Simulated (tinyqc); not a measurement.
## Gap voltage and exponent from three temperatures

Question. At constant current VBE(T) = Vg0 - a T - eta (kB T/q) ln T, where a is a constant. Find Vg0, eta and dVBE/dT at the middle temperature.

Constants: q = 1.602176634e-19 C, kB = 1.380649e-23 J/K. Results are converted to the units shown.

T (K): [253, 330, 390]
VBE at a constant current (V): [0.7208846496, 0.5484956921, 0.4097650344]

Solution. The relation is linear in Vg0, a and eta, so three points give a linear system; the slope is (VBE - Vg0 - eta kB T/q)/T. eta rests on the curvature of VBE(T) alone, so real fits need accuracy of some tens of microvolts or better.

Vg0 = 1.19 V
eta = 4.00
dVBE/dT = -2.28 mV/K

Numbers from tinyqc (`OMP_NUM_THREADS=1 python tinyqc.py 2062197 2062198 out.jsonl`; about 0.02 s on one thread of a shared Intel Xeon 2.30GHz).
